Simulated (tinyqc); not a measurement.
Three-level Kane dispersion of a narrow-gap semiconductor: one step. The three bands at one k. Three cases, with inputs chosen for the exercise.

Problem. Expand the equation into E^3 + a2 E^2 + a1 E + a0 = 0 and give its roots; compare with the two-level form (Dso to infinity) E = Eg/2 +/- sqrt(Eg^2/4 + (2/3) P^2 k^2).

Zero of energy at Gamma8, c = hbar^2/2m0, P^2 = Ep c. The free-electron term and remote bands are left out, so the heavy holes are flat at E = 0 and the other three bands obey E (E - Eg)(E + Dso) = P^2 k^2 (E + 2 Dso/3). The conduction band is the highest root; its edge is Ec = max(Eg, 0).

Constants: hbar^2/2m0 = 3.80998211 eV angstrom^2.

Give: P^2 k^2; a2, a1, a0; roots; two-level form.

Case 1.

Values chosen (a narrow-gap II-VI alloy; shifted at random, so the results belong to these values and not to a real crystal): Eg = 0.077 eV (E(Gamma6) - E(Gamma8)); Dso = 1.03 eV (spin-orbit splitting); Ep = 18.5 eV (Kane energy); k = 0.013 1/angstrom (wave vector).

Solution.

P^2 k^2 = 0.011912 eV^2

a2, a1, a0: 0.953000  -0.091222  -0.008180

roots (eV): -1.0336  -0.0574  0.1380

two-level form (eV): -0.0586  0.1356

The two-level form misses the highest root by -2.4 meV. The order is normal: Gamma6 forms the conduction band.

Case 2.

Values chosen (near those of HgTe; shifted at random, so the results belong to these values and not to a real crystal): Eg = -0.315 eV (E(Gamma6) - E(Gamma8)); Dso = 1.11 eV (spin-orbit splitting); Ep = 19.1 eV (Kane energy); k = 0.034 1/angstrom (wave vector).

Solution.

P^2 k^2 = 0.084123 eV^2

a2, a1, a0: 1.425000  0.265527  -0.062251

roots (eV): -1.1459  -0.4112  0.1321

two-level form (eV): -0.4419  0.1269

The two-level form misses the highest root by -5.2 meV. The order is inverted: the band that would be the light hole curves upward from Gamma8 and touches the heavy holes, so there is no gap.

Case 3.

Values chosen (near those of grey Sn; shifted at random, so the results belong to these values and not to a real crystal): Eg = -0.409 eV (E(Gamma6) - E(Gamma8)); Dso = 0.83 eV (spin-orbit splitting); Ep = 23 eV (Kane energy); k = 0.016 1/angstrom (wave vector).

Solution.

P^2 k^2 = 0.022433 eV^2

a2, a1, a0: 1.239000  0.317037  -0.012413

roots (eV): -0.8478  -0.4256  0.0344

two-level form (eV): -0.4428  0.0338

The two-level form misses the highest root by -0.6 meV. The order is inverted: the band that would be the light hole curves upward from Gamma8 and touches the heavy holes, so there is no gap.

Computed by tinyqc, one run a case: `OMP_NUM_THREADS=1 python tinyqc.py N N+1 out.jsonl` with N = 1051401, 1051502, 1080157; one thread of a shared Intel(R) Xeon(R) Processor @ 2.30GHz, about 0.01 s a run at most.
